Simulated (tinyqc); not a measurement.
Bloch-Grueneisen resistivity of a metal: one step, computed by the program tinyqc.

Electrons scatter from a Debye spectrum of phonons (n = 5 for scattering within one band, n = 3 for scattering into a second, heavy band) and from static defects.

Problem. The integral and the phonon part. J_n(y) = int_0^y x^n e^x/(e^x - 1)^2 dx, by 96 Gauss-Legendre points (upper limit at most 60). rho_ph = (n - 1) rho_1 (T/Theta)^n J_n(Theta/T), with rho_1 = 2 pi lambda_tr k_B Theta/(hbar eps_0 w_p^2), the high-temperature line at T = Theta.

Inputs (values chosen for the exercise, modelled on aluminium): exponent n = 5; Debye temperature Theta = 383 K; temperature T = 373 K.

Addition: none.

rho_1 = 3.639863 microohm cm

Give: Theta/T; J_n; phonon resistivity rho_ph.

Solution.

Theta/T = 1.0268

J_n = 0.26225

phonon resistivity rho_ph = 3.3451 microohm cm

This is 94.4 % of the straight line rho_1 T/Theta.
